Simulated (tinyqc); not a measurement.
The integration grid: Kohn-Sham PBE on finer and finer grids in the sto-3g basis, for BeH2, spin multiplicity 1. Computed by the program tinyqc with PySCF. 

Geometry (angstrom):

| atom | x | y | z |
|---|---|---|---|
| Be | 0.0000 | 0.0000 | 0.0000 |
| H | 0.0000 | 1.2760 | 0.0390 |
| H | 0.0000 | -1.2760 | 0.0390 |

Self-consistent on each grid; the net force on the molecule should vanish.

Kohn-Sham energy on Becke grids (radial x angular points per atom):

| grid | points | residual of the electron count | E (hartree) | E - finest (mhartree) | largest net force without grid terms (hartree/bohr) |
|---|---|---|---|---|---|
| 10 x 14 | 410 | -4.69e-03 | -15.673237 | -22.442230 | 4.13e-04 |
| 15 x 26 | 1160 | 1.36e-02 | -15.642413 | 8.382016 | 4.37e-03 |
| 20 x 50 | 2976 | -1.18e-03 | -15.650133 | 0.662266 | 6.93e-04 |
| 30 x 86 | 7708 | -5.96e-04 | -15.650582 | 0.213479 | 3.16e-04 |
| 50 x 194 | 29042 | 2.50e-06 | -15.650795 | 0.000535 | 8.88e-06 |
| 75 x 302 | 67814 | -2.07e-07 | -15.650795 | 0.000000 | 6.87e-07 |
| 120 x 590 | 212000 | -3.58e-10 | -15.650795 | 0.000000 | 3.05e-09 |

The energy is within 0.1 mhartree of the finest grid first at 50 x 194. The error has both signs, since quadrature is not variational. The electron count and the net force are cheap signs of a poor grid.
